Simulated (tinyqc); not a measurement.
## Memristor with linear dopant drift, Joglekar window: one period

A film of thickness D has a doped share x: R = Ron x + Roff (1 - x), i = v/R, dx/dt = k i F with k = mv Ron/D^2 and F = 1 - (2 x - 1)^(2 p). The drive is v = V0 sin(2 pi f t). The model has no threshold and no heating.

Step h = 1/(16 f), from t = j h. With g(t, x) = dx/dt: k1 = g(t, x), k2 = g(t + h/2, x + h k1/2), k3 = g(t + h/2, x + h k2/2), k4 = g(t + h, x + h k3), x(new) = x + h (k1 + 2 k2 + 2 k3 + k4)/6.

The 16 Runge-Kutta steps against a converged integration; i uses the converged x.

Parameters, values chosen for the exercise: resistance of the fully doped film Ron = 100 ohm; resistance of the undoped film Roff = 10000 ohm; film thickness D = 15 nm; dopant mobility mv = 1.1e-14 m^2/(V s); doped share at t = 0 x0 = 0.26; amplitude V0 = 1.1 V; window exponent p = 2; frequency f = 1.5 Hz.

One period:
```
j    v (V)  x, coarse steps  x, converged  i (uA)
0    0.000           0.2600        0.2600     0.0
1    0.421           0.2656        0.2656    57.1
2    0.778           0.2818        0.2818   107.9
3    1.016           0.3072        0.3072   146.0
4    1.100           0.3388        0.3388   165.5
5    1.016           0.3722        0.3722   160.9
6    0.778           0.4022        0.4022   129.2
7    0.421           0.4231        0.4231    72.4
8    0.000           0.4306        0.4306     0.0
9   -0.421           0.4231        0.4231   -72.4
10  -0.778           0.4022        0.4022  -129.2
11  -1.016           0.3722        0.3722  -160.9
12  -1.100           0.3388        0.3388  -165.5
13  -1.016           0.3072        0.3072  -146.0
14  -0.778           0.2818        0.2818  -107.9
15  -0.421           0.2656        0.2656   -57.1
16   0.000           0.2600        0.2600     0.0
```

What do the numbers show?

The current vanishes with the voltage (pinched loop). At the same voltage, j = 2 and 6, it is 108 uA on the way up and 129 uA on the way down. x peaks at 0.4306 at half period and ends at 0.2600, its starting value: the state is a function of the flux alone. The coarse steps miss by at most 1.4e-6.

Program tinyqc, `OMP_NUM_THREADS=1 python tinyqc.py 2880070 2880071 out.jsonl`; Intel Xeon 2.30GHz, shared host, one thread, about 0.1 s.
